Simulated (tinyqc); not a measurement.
Single-oscillator infrared dielectric function of a polar cubic crystal. Softening the TO mode. Computed by tinyqc, a small Python program. Command: `OMP_NUM_THREADS=1 python tinyqc.py 3011524 3011525 out.jsonl infrared sweep`. One thread of a shared host (Intel(R) Xeon(R) Processor @ 2.30GHz), about 0.01 s of CPU time with the checks.

One ion pair, charges +Z* and -Z*, in a cell of volume Omega = a^3/4. Frequencies omega are given as wavenumbers (1/cm); eps_s is the static dielectric constant.

Inputs (values chosen for the exercise, modelled on magnesium oxide): lattice constant a = 4.21 angstrom; mass M_A = 24.305 u; mass M_B = 15.999 u; Born charge Z* = 1.89 e; eps_inf = 2.93.

Structure: rock salt. Free carriers: absent.

Constants: nu for 1 eV/(angstrom^2 u) = 15.6333042 THz; 1 THz = 33.35640952 1/cm; e^2/(4 pi eps_0) = 14.39964548 eV angstrom.

Method. mu = M_A M_B/(M_A + M_B); ionic plasma term W^2 = 4 pi Z*^2 (e^2/(4 pi eps_0))/(Omega mu) in eV/(angstrom^2 u), turned into 1/cm by W = 15.6333042 x 33.35640952 x sqrt(W^2); omega_LO^2 = omega_TO^2 + W^2/eps_inf; eps_s = eps_inf + W^2/omega_TO^2; Szigeti charge 3 Z*/(eps_inf + 2); longitudinal (Callen) charge Z*/eps_inf.

One run for each value:
```
omega_TO (1/cm)  eps_s  omega_LO (1/cm)  W (1/cm)
49               409.7            579.4     988.2
67               220.5            581.2     988.2
92               118.3            584.6     988.2
130               60.7            591.8     988.2
170               36.7            601.8     988.2
240               19.9            625.2     988.2
320               12.5            660.1     988.2
450                7.8            732.0     988.2
610                5.6            839.9     988.2
```

Over the rows, eps_s falls from 410 to 5.55 (exponent d ln y / d ln x -2.0 between the first rows and -1.1 between the last); omega_LO (1/cm) rises from 579 to 840 (exponent d ln y / d ln x 0.0099 between the first rows and 0.45 between the last); W (1/cm) does not change. At the low end the exponent of eps_s is -1.98, close to -2: the ionic part W^2/omega_TO^2 rules, as near a soft-mode transition. As omega_TO softens, eps_s - eps_inf grows as 1/omega_TO^2 while omega_LO tends to W/sqrt(eps_inf) = 577 per cm: the Lyddane-Sachs-Teller picture of a ferroelectric soft mode.
